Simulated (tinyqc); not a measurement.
Koster-Slater impurity in a tight-binding band, by Green functions and by supercells: one step, computed by the program tinyqc. Command: `OMP_NUM_THREADS=1 python tinyqc.py 3021384 3021385 out.jsonl kosterslater walk`. One thread of a shared host (Intel(R) Xeon(R) Processor @ 2.30GHz), about 0.03 s of CPU time with the checks.

One orbital per site, e(k) = -2 t sum cos(k_i) over 2 direction(s), band from -4 t to 4 t, lattice constant 1. One site has the extra energy U. Spin is left out.

Task: The level in the supercell. In a periodic cell of N sites along each direction with Bloch vector K, the level solves 1/U = N^-d sum_k 1/(E - e(k)), k_i = (2 pi m_i + K_i)/N, m_i = 0..N-1; the outermost root on the side of U is taken (bisection). d is the number of directions. Gamma means K_i = 0, the zone corner K_i = pi, the quarter point K_i = pi/2. The error is measured against the isolated level E_b.

Inputs (values chosen for the exercise, for a model band): hopping t = 1.1 eV; impurity potential U = -6.44 eV; supercell edge N = 4 sites.

Lattice: square.

level E_b = -7.210815 eV

Give: level at Gamma; level at the corner; level at the quarter point; error at Gamma; width between Gamma and the corner.

Result:

level at Gamma = -7.239 eV

level at the corner = -7.184 eV

level at the quarter point = -7.211 eV

error at Gamma = -0.02843 eV

width between Gamma and the corner = 0.05574 eV

Images turn the level into a band 0.0557 eV wide; the quarter point misses the isolated level by 5.5e-5 eV, far less than Gamma, because the leading hopping between images averages out there.
